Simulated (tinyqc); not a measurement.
Length of a polyene: Hueckel, PPP and singles CI along the polyenes. Computed by the program tinyqc. Hueckel uses the same beta without repulsion; CIS keeps all single excitations and so misses the low, doubly excited 2Ag state. W is the valence ionisation energy of a centre, MN the Mataga-Nishimoto formula, f the oscillator strength.

All-trans chains of carbon centres 1.40 angstrom apart:
```
parameter                               value
beta (eV), times 1 +/- alternation  -2.460000
alternation                          0.050000
W (eV)                              11.160000
gamma_rr (eV)                       10.080000
repulsion formula                          MN
```

Gaps and excitations (eV):
```
centres  Hueckel gap  PPP orbital gap  bright singlet (CIS)      f  lowest triplet (CIS)
2              5.166           10.257                 7.661  0.657                 2.671
4              3.333            7.870                 5.428  1.084                 1.712
8              2.025            5.954                 3.740  1.952                 1.038
10             1.722            5.477                 3.325  2.349                 0.892
```

Estimate the missing row, centres = 6.

Computed row:
```
centres  Hueckel gap  PPP orbital gap  bright singlet (CIS)      f  lowest triplet (CIS)
6              2.498            6.673                 4.367  1.529                 1.276
```

The Hueckel gap tends to 4 x alternation x |beta| = 0.49 eV for long chains. Exchange opens the PPP orbital gap, and the attraction of electron and hole brings the bright state 2.15 eV below it at 10 centres; the triplet lies 2.43 eV lower still.
